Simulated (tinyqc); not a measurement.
Quantum point contact as a saddle point: one step of the calculation.

Potential V0 - m wx^2 x^2/2 + m wy^2 y^2/2; energies are counted from V0. Mode n = 0, 1, ... transmits T_n(E) = 1/(1 + exp(-2 pi (E - E_n)/wx)), E_n = wy (n + 1/2); each mode carries 2 q^2/h.

Problem. Thermal average on a coarse grid. g(T) = int g(E) (-df/dE) dE = int g(mu + x kB T) dx/(4 cosh^2(x/2)), g(E) the zero-temperature value at E, g = G/(2 q^2/h). Simpson's rule on nE equally spaced x from -xm to xm.

Inputs (values chosen for the exercise): temperature T = 1.5 K; transverse quantum hbar wy wy = 4 meV; curvature of the barrier hbar wx wx = 1.1 meV; Fermi level above the saddle point mu = 12.42 meV; points of the energy grid nE = 13; half-range of the grid in kB T xm = 6.

Constants: q = 1.602176634e-19 C, kB = 1.380649e-23 J/K, Vt = kB T/q. Results are converted to the units shown.

Give: x; E; g(E); weight; integral of the weight; g(T); g(T) divided by the integral of the weight.

Solution.

```
point       x  E (meV)   g(E)  weight
0      -6.000    11.64  3.000  0.0025
1      -5.000    11.77  3.000  0.0066
2      -4.000    11.90  3.000  0.0177
3      -3.000    12.03  3.000  0.0452
4      -2.000    12.16  3.000  0.1050
5      -1.000    12.29  3.000  0.1966
6       0.000    12.42  3.000  0.2500
7       1.000    12.55  3.000  0.1966
8       2.000    12.68  3.001  0.1050
9       3.000    12.81  3.001  0.0452
10      4.000    12.94  3.002  0.0177
11      5.000    13.07  3.005  0.0066
12      6.000    13.20  3.010  0.0025
```

integral of the weight = 0.9944
g(T) = 2.983
g(T) divided by the integral of the weight = 3.000

Numbers from tinyqc (`OMP_NUM_THREADS=1 python tinyqc.py 2740039 2740040 out.jsonl`; about 0.04 s on one thread of a shared Intel Xeon 2.30GHz).
